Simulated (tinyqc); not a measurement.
Inside a calculation. Method: tight binding, kagome lattice. One step of it, computed by the program tinyqc.

Question. Levels at k. Diagonalise the Hermitian matrix.

H(k) at k (eV), lower triangle (Hermitian):
```
                     A                    B         C
A             0.000000
B  -0.366871+0.720025i             0.000000
C  -0.890000+0.890000i  -1.610025-0.523129i  0.120000
```

Give: eigenvalues; weights |c|^2 of the basis functions.

Answer.

eigenvalues (eV): -2.493  0.764  1.850

weights |c|^2 of the basis functions:
```
   band 1  band 2  band 3
A   0.258   0.671   0.071
B   0.349   0.309   0.342
C   0.393   0.020   0.587
```
